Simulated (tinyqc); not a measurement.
Deal-Grove kinetics of thermal oxidation of silicon: one step, computed by the program tinyqc.

Oxidant diffuses through the oxide and reacts at the interface, so that dx/dt = B/(A + 2x) for the oxide thickness x.

Problem. A single trial Runge-Kutta step of the thin-film equation. With f(x) = B/(A + 2x) + c (B/A) exp(-x/L) and h = L/(4 f(x_i)): k1 = f(x_i), k2 = f(x_i + h k1/2), k3 = f(x_i + h k2/2), k4 = f(x_i + h k3), x = x_i + h (k1 + 2 k2 + 2 k3 + k4)/6.

Inputs (values chosen for the exercise, close to those used for silicon):
```
quantity,value,unit
temperature T,850,C
initial oxide x_i,0.025,um
ratio c of the extra rate to B/A,5.2,-
decay length L,0.005,um
```

Ambient: dry oxygen. Surface: (100). Extension: thin-film term.

length A = 0.9224430 um

parabolic constant B = 0.002713856 um^2/h

linear constant B/A = 0.002942031 um/h

Give: step h; k1 to k4; x after the step.

Solution.

step h = 0.4320 h

k1 to k4 (um/h): [0.002894, 0.002878, 0.002878, 0.002864]

x after the step = 0.02624 um
